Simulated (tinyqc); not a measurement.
Worked calculation: geometry optimisation on the RHF/sto-3g surface (energies and gradients from PySCF), for BeH2, spin multiplicity 1. Computed by tinyqc, a small Python program that keeps every step (integrals from PySCF). Settings: charge = 0, multiplicity = 1, basis = sto-3g, optimiser = bfgs, first Hessian = 1.0, largest step = 0.3, iteration cap = 30. Command: `OMP_NUM_THREADS=1 python tinyqc.py 31359 31360 out.jsonl` (the two numbers bound the seeds that draw the settings). One thread of a shared host (Intel(R) Xeon(R) Processor @ 2.60GHz), about 0.5 s of CPU time with the checks.

## Step 1: energy and gradient

positions at the start (bohr):
```
           x        y        z
1Be   0.1115   0.0378  -0.0718
2H    0.0265   2.4302   0.2079
3H   -0.0246  -2.3300   0.1474
```

Self-consistent energy and analytic gradient at these positions.

energy = -15.559194 hartree

gradient (hartree/bohr):
```
             x          y          z
1Be   0.003838  -0.007278  -0.008912
2H   -0.002199  -0.007685   0.004670
3H   -0.001638   0.014963   0.004241
```

## Step 1: move

Quasi-Newton step p = -H^(-1) g (first H = 1 times the unit matrix); steps longer than 0.3 bohr are cut back.

positions after step 1 (bohr):
```
           x        y        z
1Be   0.1077   0.0451  -0.0629
2H    0.0287   2.4379   0.2032
3H   -0.0229  -2.3450   0.1432
```

## Step 2: energy and gradient

As before.

energy = -15.559610 hartree

gradient (hartree/bohr):
```
             x          y          z
1Be   0.003874  -0.001552  -0.008783
2H   -0.002064  -0.007973   0.004356
3H   -0.001810   0.009525   0.004427
```

## Step 2: move

inverse Hessian in use (bohr^2/hartree):
```
         1        2        3        4        5        6        7        8
1   1.1839  -0.1673  -0.4204  -0.1005  -0.3751   0.2126  -0.0834   0.5424
2  -0.1673   0.9731   0.3759   0.0866   0.3478  -0.1823   0.0807  -0.3209
3  -0.4204   0.3759   1.9608   0.2296   0.8576  -0.4856   0.1908  -1.2334
4  -0.1005   0.0866   0.2296   1.0548   0.2052  -0.1159   0.0457  -0.2918
5  -0.3751   0.3478   0.8576   0.2052   1.7645  -0.4339   0.1699  -1.1123
6   0.2126  -0.1823  -0.4856  -0.1159  -0.4339   1.2451  -0.0967   0.6162
7  -0.0834   0.0807   0.1908   0.0457   0.1699  -0.0967   1.0377  -0.2506
8   0.5424  -0.3209  -1.2334  -0.2918  -1.1123   0.6162  -0.2506   2.4332
9   0.2078  -0.1936  -0.4753  -0.1137  -0.4236   0.2405  -0.0941   0.6172

         9
1   0.2078
2  -0.1936
3  -0.4753
4  -0.1137
5  -0.4236
6   0.2405
7  -0.0941
8   0.6172
9   1.2347
```

Quasi-Newton step p = -H^(-1) g (the inverse Hessian comes from BFGS updates; coordinates in the order x, y, z of each atom); steps longer than 0.3 bohr are cut back.

positions after step 2 (bohr):
```
           x        y        z
1Be   0.0888   0.0583  -0.0198
2H    0.0389   2.4766   0.1816
3H   -0.0143  -2.3969   0.1217
```

## Convergence

Stop when the largest gradient component is below 3e-5 hartree/bohr. The inverse Hessian follows the BFGS update with s = step, y = change of gradient.

Course of the optimisation:
```
step  E (hartree)  largest gradient (hartree/bohr)
1      -15.559194                         1.50e-02
2      -15.559610                         9.52e-03
3      -15.560525                         8.21e-03
4      -15.560765                         7.27e-03
5      -15.561010                         6.41e-03
6      -15.561173                         6.50e-03
7      -15.561300                         4.70e-03
8      -15.561346                         2.47e-03
9      -15.561353                         4.44e-04
10     -15.561353                         3.88e-05
11     -15.561353                         1.73e-06
```

Final distances (angstrom):
```
pair    distance
2H-1Be    1.2905
3H-1Be    1.2905
3H-2H     2.5811
```

Converged in 11 steps.
